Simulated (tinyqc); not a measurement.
Inside a calculation. Method: lattice vibrations of a chain. Computed by tinyqc, a small Python program that keeps every step. Command: `OMP_NUM_THREADS=1 python tinyqc.py 22909 22910 out.jsonl` (the two numbers bound the seeds that draw the settings). One thread of a shared host (Intel(R) Xeon(R) Processor @ 2.60GHz), about 0.01 s of CPU time with the checks.

## Dynamical matrix at q = 0.37

A chain moving along its axis:
```
atom   mass (u)  spring to the next atom (eV/angstrom^2)
1      3.500000                                18.100000
2     99.300000                                26.100000
```

q is in units of 2 pi/a. A spring k from atom i to atom j, n cells on, adds k to Phi_ii and Phi_jj, -k exp(2 pi i q n) to Phi_ij and the conjugate to Phi_ji (for one atom a cell: 2k (1 - cos 2 pi q n)); D_ij = Phi_ij / sqrt(m_i m_j).

D(q) (eV/(angstrom^2 u)):
```
                     1                    2
1            12.628571  -0.012515+1.020565i
2  -0.012515-1.020565i             0.445116
```

## Frequencies

omega^2 are the eigenvalues; wavenumber = 521.4708 sqrt(eigenvalue) 1/cm.

eigenvalues: 0.360206  12.713482

wavenumbers (1/cm): 313.0  1859.4

weights |e|^2 of the mass-weighted modes:
```
          mode 1    mode 2
atom 1  0.006873  0.993127
atom 2  0.993127  0.006873
```

## Dispersion and heat capacity

C/k_B per atom = mean over q = (j + 1/2)/80, j = 0..39 and all branches of y^2 e^y/(e^y - 1)^2, y = hc wavenumber / k_B T.

Wavenumbers (1/cm):
```
q           branch 1     branch 2
0.000000    0.000000  1885.510983
0.062500   65.646408  1884.367856
0.125000  128.994219  1881.093341
0.187500  187.765151  1876.138565
0.250000  239.737542  1870.207897
0.312500  282.813009  1864.180374
0.375000  315.122093  1858.991590
0.437500  335.164441  1855.482812
0.500000  341.959272  1854.242574
```

Heat capacity:
```
T (K)  C/k_B per atom
20           0.043561
50           0.113808
100          0.246844
200          0.398649
300          0.454699
600          0.602531
1200         0.830817
```

zero-point energy per atom = 64.673946 meV
